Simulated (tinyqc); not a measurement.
Tunnelling through a thin dielectric with one trap, as a tight-binding chain, step by step. Values are carried at full precision from step to step, so a last printed digit may differ when a step is redone from the rounded ones.

Hopping -t everywhere, t = c/(m a^2), c = hbar^2/2m0; lead sites at 2t (band bottom 0), barrier sites 1 to N at 2t + phi, and site j has U besides. No voltage. Leads give S = -t exp(ika) on sites 1 and N, cos(ka) = 1 - E/(2t). T = (2 t sin(ka))^2 |G_1N|^2, G = (E - H - S)^-1. In the barrier cosh(q a) = 1 + (phi - E)/(2t).

Constants: hbar^2/2m0 = 3.80998211 eV angstrom^2; hbar = 6.58211957e-16 eV s.

Values chosen for the exercise (barrier and mass of the size used for SiO2 on silicon; the results hold for these values, not for the real material):

| symbol | value | unit | meaning |
|---|---|---|---|
| a | 2.5 | angstrom | site spacing |
| m | 0.41 | m0 | mass, the same in leads and barrier |
| phi | 3.01 | eV | conduction edge of the barrier above that of the leads |
| U | -4.64 | eV | extra energy on the trap site |
| E | 0.27 | eV | electron energy |
| N | 9 |  | barrier sites |
| j | 5 |  | site of the trap |

## Scales

Form t, ka, q a, and the level of the trap in an endless barrier, Eb = phi + 2t - sqrt(4 t^2 + U^2).

t = 1.4868 eV
ka = 0.42943 rad
q a = 1.27036
Eb = 0.4726 eV

## The matrix E - H - S

Fill it in.

E - H - S (eV):
```
                 1        2        3        4        5        6
1  -4.3618+0.6190i   1.4868   0.0000   0.0000   0.0000   0.0000
2           1.4868  -5.7136   1.4868   0.0000   0.0000   0.0000
3           0.0000   1.4868  -5.7136   1.4868   0.0000   0.0000
4           0.0000   0.0000   1.4868  -5.7136   1.4868   0.0000
5           0.0000   0.0000   0.0000   1.4868  -1.0736   1.4868
6           0.0000   0.0000   0.0000   0.0000   1.4868  -5.7136
7           0.0000   0.0000   0.0000   0.0000   0.0000   1.4868
8           0.0000   0.0000   0.0000   0.0000   0.0000   0.0000
9           0.0000   0.0000   0.0000   0.0000   0.0000   0.0000

         7        8                9
1   0.0000   0.0000           0.0000
2   0.0000   0.0000           0.0000
3   0.0000   0.0000           0.0000
4   0.0000   0.0000           0.0000
5   0.0000   0.0000           0.0000
6   1.4868   0.0000           0.0000
7  -5.7136   1.4868           0.0000
8   1.4868  -5.7136           1.4868
9   0.0000   1.4868  -4.3618+0.6190i
```

## Transmission

Invert the matrix; T = (2 t sin(ka))^2 |G_1N|^2.

first row of G (1/eV): -0.2476-0.03890i  -0.07013-0.01102i  -0.02186-0.003434i  -0.01386-0.002178i  -0.03140-0.004937i  -0.008816-0.001387i  -0.002477-0.0003925i  -0.0007044-0.0001214i  -0.0002296-7.396e-05i

T = 8.920e-08

Without the trap T is 2.14e-10: the trap changes it by a factor 417 at this energy.

## The resonance

Resonance: the lowest eigenvalue of H + S(E), iterated until its real part equals E (40 rounds from Eb = phi + 2t - sqrt(4t^2 + U^2), the level in an endless barrier). With v the normalised squared amplitudes of that state, Gamma_L = 2 t sin(ka) v_1, Gamma_R = 2 t sin(ka) v_N; Breit-Wigner T = Gamma_L Gamma_R/((E - Er)^2 + (Gamma_L + Gamma_R)^2/4).

Find Er, the two widths, the peak height 4 Gamma_L Gamma_R/(Gamma_L + Gamma_R)^2 and the escape time hbar/(Gamma_L + Gamma_R).

Er = 0.4725 eV

widths (meV): left 0.1035, right 0.1035

peak height = 1.000
escape time = 3.18e+03 fs

squared amplitudes: 0.0001  0.0005  0.0062  0.0723  0.8418  0.0723  0.0062  0.0005  0.0001

The nearby leads move the level 0.1 meV below its value in an endless barrier. The trap is equally far from both leads, so the peak reaches one.

## Checks

- T at Er from the chain against the Breit-Wigner peak: both 1.00.
- T without trap against the closed form for a lattice barrier: both 2.137e-10.

Run: tinyqc, `OMP_NUM_THREADS=1 python tinyqc.py 1480214 1480215 out.jsonl`; Intel(R) Xeon(R) Processor @ 2.30GHz, one thread, shared host; about 0.04 s of CPU time with all checks.
